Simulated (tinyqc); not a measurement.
Hubbard chain of 4 sites, step by step. One step of it, computed by the program tinyqc.

Question. Mean-field iteration 2. H(up) = T + U n(down), H(down) = T + U n(up); fill the lowest levels; n(new) = n + mixing (n(out) - n); E = tr T (rho up + rho down) + U sum n_up n_down of the output.

one-body matrix (hopping and site energies) (eV):
```
           1          2          3          4
1  -0.970000  -0.540000   0.000000   0.000000
2  -0.540000  -0.760000  -0.540000   0.000000
3   0.000000  -0.540000   0.250000  -0.540000
4   0.000000   0.000000  -0.540000   0.250000
```

U = 4.000000 eV

electrons, up and down: 2  2

mixing = 1

n(up) after iteration 1: 1 0.907172, 2 0.671533, 3 0.309944, 4 0.111351

n(down) after iteration 1: 1 0.907172, 2 0.671533, 3 0.309944, 4 0.111351

Give: levels, up; levels, down; energy; n(up) after iteration 2; n(down) after iteration 2.

Answer.

levels, up (eV): 0.3750  1.2903  2.1072  2.9976

levels, down (eV): 0.3750  1.2903  2.1072  2.9976

energy = 3.6350 eV

n(up) after iteration 2: 1 0.0705, 2 0.4758, 3 0.5201, 4 0.9336

n(down) after iteration 2: 1 0.0705, 2 0.4758, 3 0.5201, 4 0.9336
